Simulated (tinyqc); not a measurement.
What each parameter does: Shockley state of an s-p chain by decimation.

Each site has s at -d/2 and p at +d/2: H0 = diag(-d/2, d/2). The block to the next site on the right is H1 = [[-ts, u], [-u, tp]] (rows s, p of site n; columns s, p of site n + 1). Bulk: H(k) = [[-d/2 - 2 ts cos k, 2i u sin k], [-2i u sin k, d/2 + 2 tp cos k]]. The bands are inverted at k = pi if d < 2 (ts + tp).

Decimation (Sancho-Rubio) at z = E + i eta: start with es = e = H0, A = H1, B = H1^T. Each round forms g = (z - e)^-1 and sets es += A g B, e += A g B + B g A, A = A g A, B = B g B, doubling the length covered. Stop when all |A| < 1e-10. Surface G = (z - es)^-1, bulk G = (z - e)^-1; densities -Im tr G/pi.

Values chosen for the exercise: d = 3.08 eV (Ep - Es); ts = 0.6 eV (s-s hopping); tp = 0.6 eV (p-p hopping); u = 1.07 eV (s-p hopping); E = 0.1 eV (energy); eta = 0.01 eV (broadening).

Gap edges from 201 k points between 0 and pi, and the surface density at E by decimation.

One parameter was then changed.

Results before and after:
```
case     top of lower band (eV)  bottom of upper band (eV)  surface density (1/eV)
base                    -0.3400                     0.3400                  0.0044
changed                 -0.3400                     0.2200                  0.0063
```

Which of these changes was made? (a) eta = 0.02 eV; (b) u = 1.177 eV; (c) tp = 0.66 eV; (d) ts = 0.66 eV; (e) d = 3.388 eV.

Answer: (c) tp = 0.66 eV. Of the candidates, run in turn, only this one gives the changed row.

All candidates:
```
case           top of lower band (eV)  bottom of upper band (eV)  surface density (1/eV)
base                          -0.3400                     0.3400                  0.0044
d = 3.388 eV                  -0.4940                     0.4940                  0.0030
ts = 0.66 eV                  -0.2200                     0.3400                  0.0049
tp = 0.66 eV                  -0.3400                     0.2200                  0.0063
u = 1.177 eV                  -0.3400                     0.3400                  0.0043
eta = 0.02 eV                 -0.3400                     0.3400                  0.0088
```

The base chain is not inverted, so no surface state lies in the gap; E lies in the gap.

Computed by tinyqc, a small Python program: `OMP_NUM_THREADS=1 python tinyqc.py 1482509 1482510 out.jsonl` (the numbers bound the seed that draws the inputs); one thread of a shared host (Intel(R) Xeon(R) Processor @ 2.30GHz), about 0.1 s for the whole set of steps.
